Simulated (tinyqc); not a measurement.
Avalanche multiplication and breakdown of a junction from ionisation integrals: one step, computed by the program tinyqc.

Ionisation coefficients follow the local field. Position x runs through the depletion layer from the p side (x = 0), where electrons enter, to the n side (x = w), where holes enter. The built-in voltage is neglected.

Question. Breakdown. alpha_n = a_n exp(-(b_n/F)^c), alpha_p = a_p exp(-(b_p/F)^c). Field F = F_m [1 - (2x/w - 1)^2], w = sqrt(8 eps eps_0 F_m/(e a)), V = (2/3) F_m w. With Phi(x) = int_0^x (alpha_n - alpha_p) dx': 1 - 1/M_n = I_n = int_0^w alpha_n exp(-Phi) dx and M_p = M_n exp(-Phi(w)); trapezoid rule on 401 even points; breakdown at I_n = 1. Solve I_n(F_m) = 1.

Inputs (values chosen for the exercise, modelled on GaAs):

| quantity | value | unit |
|---|---|---|
| electron prefactor a_n | 204000 | 1/cm |
| electron field b_n | 562000 | V/cm |
| hole prefactor a_p | 239000 | 1/cm |
| hole field b_p | 655000 | V/cm |
| exponent c | 1.8 | - |
| permittivity eps | 12.9 | - |
| doping gradient a | 5.9e+18 | 1/cm^4 |

Junction: linearly graded.

Constants: e = 1.602176634e-19 C; eps_0 = 8.8541878128e-12 F/m.

Give: critical field F_m; width at breakdown; breakdown voltage.

Answer.

critical field F_m = 0.26017 MV/cm

width at breakdown = 15.858 micrometre

breakdown voltage = 275.06 V
